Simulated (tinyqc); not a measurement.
# Conduction-band offset of an n-N heterojunction from carrier-profile moments: two studies

Layer 1 (x < 0) accumulates electrons and layer 2 (x > 0) is depleted. Boltzmann statistics. The bands bend down by V1 in layer 1 and up by V2 in layer 2, with V1 + V2 = VD = dE + Vt ln[(N2/Nc2)/(N1/Nc1)].

Parameters, values chosen for the exercise; values of the order of III-V alloys: temperature T = 300 K; relative permittivity of both layers eps_r = 12.2; density of states of the narrow-gap layer 1 Nc1 = 5.9e17 cm^-3; density of states of the wide-gap layer 2 Nc2 = 8.3e17 cm^-3; conduction-band offset dE = 0.28 eV; donor density in layer 1 N1 = 1.5e16 cm^-3; donor density in layer 2 N2 = 6e16 cm^-3; fixed charge at the interface si = 0 cm^-2.

Constants: q = 1.602176634e-19 C, kB = 1.380649e-23 J/K, Vt = kB T/q, eps0 = 8.8541878128e-14 F/cm where lengths are in cm. Results are converted to the units shown.

Each table varies one quantity; the others keep the values above.

## Effect of the doping of the wide-gap layer

Sheet densities from the first integral: Q1 = sqrt((2 eps0 eps_r Vt N1/q)(exp(u1) - u1 - 1)) extra electrons, Q2 = sqrt((2 eps0 eps_r Vt N2/q)(exp(-u2) + u2 - 1)) missing ones, u = V/Vt; neutrality Q1 = Q2 + si.

Effect of the doping of the wide-gap layer:
```
N2 (cm^-3)  VD (V)   V1 (V)  Q1 (cm^-2)  n(0-)/Nc1
2.3e15      0.2227  0.02954    7.204e10    0.07971
3.9e15      0.2364  0.03694    9.554e10     0.1061
6.8e15      0.2507  0.04595    1.281e11     0.1504
1.2e16      0.2654  0.05637    1.722e11     0.2250
2e16        0.2786  0.06666    2.240e11     0.3350
3.5e16      0.2931  0.07878    2.982e11     0.5353
6.1e16      0.3074  0.09150    3.954e11     0.8757
1e17        0.3202   0.1033    5.077e11      1.380
```

Q1 rises from 7.20e10 to 5.08e11 cm^-2, as N2^(0.52) over the table, while VD grows by Vt ln 10 a decade and the share V1/VD rises from 0.133 to 0.322. For N2 = 3.5e16, 6.1e16, 1e17 n(0-) nears or passes Nc1, where degeneracy and quantisation lower Q1.

## Effect of the offset

Same model as above.

Results:
```
dE (eV)   VD (V)   V1 (V)  Q1 (cm^-2)  n(0-)/Nc1
0.06     0.08702  0.04606    1.285e11     0.1510
0.12      0.1470  0.06502    2.152e11     0.3145
0.19      0.2170  0.07920    3.011e11     0.5442
0.25      0.2770  0.08766    3.637e11     0.7549
0.31      0.3370  0.09419    4.190e11     0.9716
0.44      0.4670   0.1046    5.218e11      1.452
0.5       0.5270   0.1083    5.638e11      1.677
```

Estimate the missing row, dE = 0.37 eV.

Computed row:
```
dE (eV)  VD (V)   V1 (V)  Q1 (cm^-2)  n(0-)/Nc1
0.37     0.3970  0.09947    4.688e11      1.192
```

With this row back in the table: Q1 rises from 1.28e11 to 5.64e11 cm^-2, as VD^(0.64) between the last two rows. Layer 1 takes 52.9 % of VD in the first row and 20.5 % in the last: accumulation charge grows exponentially with V1, so most of a large offset falls across the depleted side. For dE = 0.19, 0.25, 0.31, 0.37, 0.44, 0.5 n(0-) nears or passes Nc1, where degeneracy and quantisation lower Q1.

Numbers from tinyqc (`OMP_NUM_THREADS=1 python tinyqc.py 2410040 2410041 out.jsonl`; about 0.08 s on one thread of a shared Intel Xeon 2.30GHz).
